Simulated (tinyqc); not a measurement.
Leakage through a gate insulator: direct, Fowler-Nordheim, trap-assisted and Poole-Frenkel currents: one step, computed by the program tinyqc. Command: `OMP_NUM_THREADS=1 python tinyqc.py 3005110 3005111 out.jsonl oxideleak walk`. One thread of a shared host (Intel(R) Xeon(R) Processor @ 2.30GHz), about 0.01 s of CPU time with the checks.

Electrons enter from the cathode Fermi level at x = 0; the conduction band of the insulator lies phi_b - e F x above it, F = V/t. WKB exponents use a parabolic band with mass m.

Question. One trap at several depths. For a level a distance phi(x) below the band, the WKB exponent is 2 int kappa dx with kappa = sqrt(m phi/(hbar^2/2m_0)); for a linear barrier from phi_1 down to phi_2 = max(phi_1 - e F d, 0) it is G = (4/3) sqrt(m/(hbar^2/2m_0)) (phi_1^(3/2) - phi_2^(3/2))/(e F). A trap at depth x lies phi_t below the band. Capture: tunnel at the cathode Fermi level from 0 to x (G_in from phi_1 = phi_b), rate nu_0 exp(-G_in - E_c/k_B T) with E_c = E_a + max(phi_b - phi_t - e F x, 0), the last term being the height of the trap above the cathode Fermi level. Emission: tunnel from the trap level to the anode (G_out from phi_1 = phi_t over t - x), rate nu_0 exp(-G_out - E_a/k_B T). Re-emission to the cathode follows from detailed balance, rate_back = rate_in exp(dE/k_B T) with dE = phi_b - phi_t - e F x. Each trap passes R = rate_in rate_out/(rate_in + rate_back + rate_out) electrons per second; filling from the anode is left out. Depths: t times 0.08, 0.2, 0.32, 0.44, 0.56, 0.68, 0.8 and 0.92, rounded to 0.01 nm.

Inputs (values chosen for the exercise, with an insulator like Al2O3):

| quantity | value | unit |
|---|---|---|
| thickness t | 2 | nm |
| barrier phi_b | 2.3 | eV |
| tunnelling mass m | 0.36 | m_0 |
| voltage across the insulator V | 0.44 | V |
| trap depth phi_t | 1.6 | eV |
| attempt rate nu_0 | 4e+12 | 1/s |
| activation of capture E_a | 0.15 | eV |
| temperature T | 200 | K |

Constants: k_B = 8.617333262e-05 eV/K; hbar^2/(2 m_0) = 3.80998212 eV angstrom^2.

Give: Rates.

Answer.

Rates:

| x (nm) | G_in | G_out | E_c (eV) | rate in (1/s) | rate back (1/s) | rate out (1/s) | R (1/s) |
|---|---|---|---|---|---|---|---|
| 0.16 | 1.49 | 13.36 | 0.8148 | 2.658e-09 | 1.503e+08 | 1.046e+03 | 1.850e-14 |
| 0.40 | 3.69 | 11.73 | 0.7620 | 6.258e-09 | 1.653e+07 | 5.342e+03 | 2.022e-12 |
| 0.64 | 5.87 | 10.06 | 0.7092 | 1.512e-08 | 1.866e+06 | 2.825e+04 | 2.256e-10 |
| 0.88 | 8.03 | 8.37 | 0.6564 | 3.752e-08 | 2.163e+05 | 1.546e+05 | 1.564e-08 |
| 1.12 | 10.16 | 6.63 | 0.6036 | 9.564e-08 | 2.575e+04 | 8.751e+05 | 9.291e-08 |
| 1.36 | 12.26 | 4.87 | 0.5508 | 2.505e-07 | 3.151e+03 | 5.117e+06 | 2.503e-07 |
| 1.60 | 14.33 | 3.07 | 0.4980 | 6.744e-07 | 3.964e+02 | 3.091e+07 | 6.744e-07 |
| 1.84 | 16.38 | 1.24 | 0.4452 | 1.867e-06 | 5.127e+01 | 1.927e+08 | 1.867e-06 |

The most effective of these traps sits at 1.84 nm, 92 % of the way; where rate back exceeds rate out, re-emission drains the trap, and elsewhere the slower forward step limits R.
